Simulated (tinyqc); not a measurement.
Inside a calculation. Method: Hueckel theory of the pi electrons, for the molecule c1ccc2cnccc2c1 (SMILES; centres numbered as the heavy atoms are written). One step of it, computed by the program tinyqc.

Task: Orbitals. Diagonalise; E = alpha + x beta with beta < 0, so the largest x are filled first; degenerate levels share their electrons. P = sum n_i c_ri c_si; each orbital has its largest coefficient positive (the first on a tie).

Hueckel matrix in units of beta (H = alpha + beta A):
```
           1C        2C        3C        4C        5C        6N        7C        8C
1C   0.000000  1.000000  0.000000  0.000000  0.000000  0.000000  0.000000  0.000000
2C   1.000000  0.000000  1.000000  0.000000  0.000000  0.000000  0.000000  0.000000
3C   0.000000  1.000000  0.000000  1.000000  0.000000  0.000000  0.000000  0.000000
4C   0.000000  0.000000  1.000000  0.000000  1.000000  0.000000  0.000000  0.000000
5C   0.000000  0.000000  0.000000  1.000000  0.000000  1.000000  0.000000  0.000000
6N   0.000000  0.000000  0.000000  0.000000  1.000000  0.500000  1.000000  0.000000
7C   0.000000  0.000000  0.000000  0.000000  0.000000  1.000000  0.000000  1.000000
8C   0.000000  0.000000  0.000000  0.000000  0.000000  0.000000  1.000000  0.000000
9C   0.000000  0.000000  0.000000  1.000000  0.000000  0.000000  0.000000  1.000000
10C  1.000000  0.000000  0.000000  0.000000  0.000000  0.000000  0.000000  0.000000

           9C       10C
1C   0.000000  1.000000
2C   0.000000  0.000000
3C   0.000000  0.000000
4C   1.000000  0.000000
5C   0.000000  0.000000
6N   0.000000  0.000000
7C   0.000000  0.000000
8C   1.000000  0.000000
9C   0.000000  1.000000
10C  1.000000  0.000000
```

pi electrons, sum of z_r less the charge = 10

Give: x values; occupations; coefficients; charge and bond-order matrix P.

Result:

x values: [2.3403, 1.7335, 1.3191, 1.0777, 0.6461, -0.5759, -0.9201, -1.2895, -1.5487, -2.2824]

occupations: [2.0000, 2.0000, 2.0000, 2.0000, 2.0000, 0.0000, 0.0000, 0.0000, 0.0000, 0.0000]

coefficients:
```
        MO1      MO2      MO3      MO4      MO5      MO6      MO7      MO8
1C   0.2055  -0.3913   0.0667   0.4922   0.2234   0.3045   0.3087  -0.2566
2C   0.2070  -0.3764  -0.2609   0.3979  -0.2985   0.2125  -0.4136  -0.0982
3C   0.2789  -0.2612  -0.4108  -0.0634  -0.4162  -0.4269   0.0718   0.3833
4C   0.4458  -0.0764  -0.2810  -0.4662   0.0296   0.0333   0.3475  -0.3960
5C   0.3286   0.2608  -0.3533  -0.0897   0.3726   0.4888   0.0363   0.4242
6N   0.3233   0.5285  -0.1851   0.3696   0.2111  -0.3149  -0.3809  -0.1510
7C   0.2663   0.3911   0.2017   0.3032  -0.3418  -0.1500   0.5046  -0.1540
8C   0.3000   0.1494   0.4512  -0.0428  -0.4319   0.4013  -0.0833   0.3496
9C   0.4357  -0.1320   0.3934  -0.3493   0.0627  -0.0811  -0.4279  -0.2968
10C  0.2740  -0.3019   0.3488   0.1326   0.4428  -0.3879   0.1296   0.4291

         MO9     MO10
1C   -0.4409   0.2445
2C    0.4634  -0.2436
3C   -0.2768   0.3115
4C   -0.0347  -0.4673
5C    0.2295   0.2818
6N   -0.3206  -0.1760
7C    0.4274   0.2079
8C   -0.3413  -0.2984
9C    0.1011   0.4733
10C   0.2194  -0.3145
```

charge and bond-order matrix P:
```
          1C       2C       3C       4C       5C       6N       7C       8C
1C    0.9839   0.6032   0.0160  -0.2402  -0.0379   0.1528  -0.0239  -0.1686
2C    0.6032   1.0001   0.7245   0.0000  -0.1698   0.0006   0.1560   0.0001
3C    0.0160   0.7245   0.9841   0.5539   0.0385  -0.1663   0.0246   0.0836
4C   -0.2402   0.0000   0.5539   1.0036   0.5574  -0.0206  -0.2387   0.0054
5C   -0.0379  -0.1698   0.0385   0.5574   0.8955   0.7099  -0.0727  -0.3580
6N    0.1528   0.0006  -0.1663  -0.0206   0.7099   1.1984   0.5906  -0.0291
7C   -0.0239   0.1560   0.0246  -0.2387  -0.0727   0.5906   0.9466   0.7280
8C   -0.1686   0.0001   0.0836   0.0054  -0.3580  -0.0291   0.7280   1.0086
9C    0.0190  -0.2409  -0.0191   0.5170   0.0489  -0.2352   0.0328   0.5527
10C   0.7237  -0.0002  -0.3614  -0.0030   0.0824   0.0139  -0.1718  -0.0050

          9C      10C
1C    0.0190   0.7237
2C   -0.2409  -0.0002
3C   -0.0191  -0.3614
4C    0.5170  -0.0030
5C    0.0489   0.0824
6N   -0.2352   0.0139
7C    0.0328  -0.1718
8C    0.5527  -0.0050
9C    0.9762   0.5559
10C   0.5559   1.0031
```
